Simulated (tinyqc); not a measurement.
Fully depleted semiconductor-on-insulator film with two gates, non-linear Poisson equation by Newton steps: one step of the calculation.

One dimension across the film, front interface at x = 0, back interface at x = ts. psi is counted from the intrinsic level, n = ni exp(psi/Vt) (source grounded), holes neglected, acceptors ionised. Gates act through Cox = eps0 eox/tox and Cbox = 3.9 eps0/tb with potentials G1 = Vg - (phiM - chi - Vt ln(Nc/ni)) and G2 = Vb - (phiB - chi - Vt ln(Nc/ni)). Classical Boltzmann densities, no interface charge, no depletion in the back plane.

Task. Electron sheet density, centroid and oxide fields. n_i = ni exp(psi_i/Vt); N_inv = sum w_i n_i with w = ts/11, halved at the ends; centroid sum w n x/N_inv; fields (G1 - psi_0)/tox and (G2 - psi_11)/tb.

Inputs (values chosen for the exercise); band and dielectric values close to those of silicon:
```
symbol  value  unit                             meaning
T         400     K                         temperature
tox       3.7    nm                 insulator thickness
ts         26    nm                      film thickness
tb         98    nm  buried-oxide thickness (eps_r 3.9)
```

Constants: q = 1.602176634e-19 C, kB = 1.380649e-23 J/K, Vt = kB T/q. Results are converted to the units shown.

converged psi, node 0 to 11 (V): 0.50868417  0.46407914  0.43646302  0.41647633  0.40076586  0.38776949  0.37663744  0.36685757  0.35809800  0.35013173  0.34279686  0.33597404
ni = 2.7703723e12 cm^-3
G1 = 0.86057318 V
G2 = -0.47942682 V

Wanted: n; N_inv; centroid; field in the front oxide; field in the buried oxide.

Result.

n, node 0 to 11 (cm^-3): 7.107e18  1.948e18  8.744e17  4.897e17  3.104e17  2.129e17  1.542e17  1.161e17  9.003e16  7.145e16  5.775e16  4.738e16
N_inv = 1.868e12 cm^-2
centroid = 3.413 nm
field in the front oxide = 0.9511 MV/cm
field in the buried oxide = -0.08320 MV/cm

The centroid lies at 0.13 of the film, near the front interface.

Program tinyqc, `OMP_NUM_THREADS=1 python tinyqc.py 2190111 2190112 out.jsonl`; Intel Xeon 2.30GHz, shared host, one thread, about 0.5 s.
